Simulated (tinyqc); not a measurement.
# Changing the anneal temperature T

Model: kinetics of strain relaxation and threading dislocations in mismatched semiconductor layers. Computed by tinyqc, a small Python program. Command: `OMP_NUM_THREADS=1 python tinyqc.py 3005746 3005747 out.jsonl threading sweep`. One thread of a shared host (Intel(R) Xeon(R) Processor @ 2.30GHz), about 0.01 s of CPU time with the checks.

60-degree dislocations on {111} planes of a (001) layer, isotropic elasticity. The Schmid factor is 1/sqrt(6), and a misfit segment relieves strain with b/2.

Inputs (values chosen for the exercise, modelled on In(0.2)Ga(0.8)As on GaAs):
```
quantity                         value         unit
misfit f                        0.0137            -
shear modulus G                   43.9          GPa
Poisson ratio nu                  0.32            -
Burgers vector b                  4.05     angstrom
glide activation energy Q         1.31           eV
velocity prefactor v0            11000  m/s per MPa
layer thickness h                   39           nm
anneal time t                       78            s
initial thread density rho_0   3.5e+06       1/cm^2
multiplication constant delta    15000          1/m
```

Sources: fixed density of threads.

Constants: k_B = 8.617333262e-05 eV/K.

Method:
- Excess resolved stress tau = (1/sqrt 6) [2 G (1 + nu)/(1 - nu)] (e - e_eq), e_eq = b (1 - nu/4) [ln(h/b) + 1]/(4 pi (1 + nu) h), the Matthews-Blakeslee strain of an uncapped layer; glide velocity v = v0 tau exp(-Q/(k_B T)), tau in MPa.
- Threads run in two directions, so de/dt = -(b/4) rho v, with rho fixed. With x = e - e_eq, x0 = f - e_eq (fully strained at t = 0) and v = m S x (m the mobility, S x = tau): x = x0 exp(-t/t_r), t_r = 4/(b rho_0 m S).
- The half time is that at which x = x0/2.

One run for each value; columns: (1) anneal temperature T (K); (2) initial velocity (micrometre/s); (3) half time (s); (4) share of the excess strain relieved (%); (5) thread density (1/cm^2):
```
(1)     (2)     (3)      (4)       (5)
526    2.26  909.96    5.768  3.50e+06
543    5.57  368.19   13.657  3.50e+06
559   12.42  165.22   27.909  3.50e+06
575   26.48   77.52   50.214  3.50e+06
591   54.16   37.89   75.992  3.50e+06
607  106.70   19.24   93.984  3.50e+06
623  203.00   10.11   99.524  3.50e+06
639  373.98    5.49   99.995  3.50e+06
655  668.71    3.07  100.000  3.50e+06
```

Over the rows, initial velocity (micrometre/s) rises from 2.26 to 669 (exponent d ln y / d ln x 28 between the first rows and 23 between the last); half time (s) falls from 910 to 3.07 (exponent d ln y / d ln x -28 between the first rows and -23 between the last); share of the excess strain relieved (%) rises from 5.77 to 100.0.

Caution (all rows): blocking of threads by crossing misfit lines, left out here, leaves real layers with more strain.

Extremes, crossings and ranges named in words are read from the listed rows.
